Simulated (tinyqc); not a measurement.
# Correction of a charged-defect supercell by a model charge and potential alignment (plane-averaged potentials), step by step

A worked calculation. Computed by tinyqc, a small Python program that keeps every step. Command: `OMP_NUM_THREADS=1 python tinyqc.py 3110713 3110714 out.jsonl align walk`. One thread of a shared host (Intel(R) Xeon(R) Processor @ 2.30GHz), about 0.01 s of CPU time with the checks. Intermediate numbers are printed to about 5 digits and carried at full precision; extremes and crossings named in words are read from the listed rows.

The "true" defect charge is (1 - x) q in a Gaussian of width sigma plus x q in one of width sigma_t, so the exact answer is known; the correction sees only a single model Gaussian of width sigma_m. A Gaussian of width s has the transform rho(G) = exp(-G^2 s^2/2), normalised to 1. A uniform background cancels q, so G = 0 is left out. Potentials are those felt by a unit positive charge. E_0 is the formation energy of the isolated defect, E_cell its value in the supercell, E_lat = E_iso - E_per of the model charge, C the true less the model potential far from the defect; the exact correction is E_0 - E_cell, and the error of a scheme is E_cell plus its correction less E_0.

Inputs (values chosen for the exercise, with screening close to that of diamond): defect charge q = 2 e; dielectric constant eps = 5.67; edge of the cubic cell L = 16.8 angstrom; width sigma of the true defect charge = 1.6 angstrom; width sigma_m of the model charge = 1.4 angstrom; share x of the charge in a wide tail = 0.072; width sigma_t of the tail = 2.6 angstrom; formation energy of the isolated defect E_0 = 2.27 eV.

Constants: e^2/(4 pi eps_0) = 14.39964548 eV angstrom.

## The supercell energy and its true error

Periodic energy E_per = (2 pi q^2/(eps L^3)) (e^2/(4 pi eps_0)) sum_(G != 0) rho(G)^2/G^2, G = (2 pi/L)(n1, n2, n3), |n_i| <= 16. Isolated energy: two Gaussians of charges q_a, q_b and widths a, b interact by q_a q_b (e^2/(4 pi eps_0 eps)) sqrt(2/pi)/sqrt(a^2 + b^2), and the self-energy is half the sum over pairs. Supercell value E_cell = E_0 + E_per - E_iso for the true charge.

E_iso, true charge = 1.7255 eV

E_per, true charge = 0.90623 eV

E_cell = 1.4507 eV

exact correction = 0.81929 eV

## Lattice energy of the model charge

E_lat = E_iso - E_per for the model charge; point-charge value alpha q^2 e^2/(4 pi eps_0 eps 2 L) with alpha = 2.837297.

E_iso, model = 2.0469 eV

E_per, model = 1.2155 eV

E_lat = 0.83143 eV

point-charge value = 0.85782 eV

## Plane-averaged potentials

Plane-averaged potential at distance z from the defect: V(z) = (4 pi q/(eps L^3)) (e^2/(4 pi eps_0 e)) sum_(m != 0) rho(G_m) cos(G_m z)/G_m^2, G_m = 2 pi m/L, |m| <= 40.

Potentials (V):
```
z/L   z (angstrom)      true     model  difference
0.00          0.00   0.18502   0.20349   -0.018466
0.05          0.84   0.17085   0.18616   -0.015311
0.10          1.68   0.13287   0.14107   -0.008196
0.15          2.52   0.08165   0.08307   -0.001421
0.20          3.36   0.02780   0.02499    0.002804
0.25          4.20  -0.02171  -0.02650    0.004792
0.30          5.04  -0.06355  -0.06914    0.005588
0.35          5.88  -0.09648  -0.10237    0.005891
0.40          6.72  -0.12011  -0.12611    0.006007
0.45          7.56  -0.13431  -0.14036    0.006049
0.50          8.40  -0.13905  -0.14511    0.006060
```

The difference moves by 0.05 mV between z/L = 0.4 and 0.5: a plateau.

## Alignment and corrected energy

C = difference at z = L/2; E_corr = E_cell + E_lat - q C. For charges that have died out at L/2, C = (2 pi q/(eps L^3)) (e^2/(4 pi eps_0 e)) (<s^2> - sigma_m^2), <s^2> = (1 - x) sigma^2 + x sigma_t^2.

alignment C = 0.0060597 V

C, closed form = 0.0060737 V

E_corr = 2.2700 eV

error with alignment (rounded to 1e-4 meV) = 0.0279 meV

error without alignment = 12.147 meV

error with the point-charge term alone = 38.531 meV

error without correction = -819.29 meV

Errors are measured against E_0. Alignment cuts the error of the model charge from 12 to 0.028 meV.

## Errors against cell size

Schemes: none; point-charge term alpha q^2 e^2/(4 pi eps_0 eps 2 L), alpha = 2.837297; E_lat of the model; E_lat - q C with C at z = L/2.

Error against E_0 (meV):
```
L (angstrom)     none  point charge  model charge  model and alignment
11.8          -1110.2        111.14        34.999               1.3855
14.3           -945.3         62.48        19.695               0.2097
16.8           -819.3         38.53        12.147               0.0279
20.2           -691.3         22.17         6.988               0.0014
25.2           -560.5         11.42         3.599               0.0000
```

Between the last two rows the uncorrected error scales as L^-0.95 and the point-charge remainder as L^-3.00. With alignment the error is +1.4 meV in the smallest cell and 0.00 meV in the largest.

Checks made by the program: E_lat against the point-charge value less 2 pi q^2 sigma_m^2 e^2/(4 pi eps_0 eps L^3) (relative difference 2e-07).
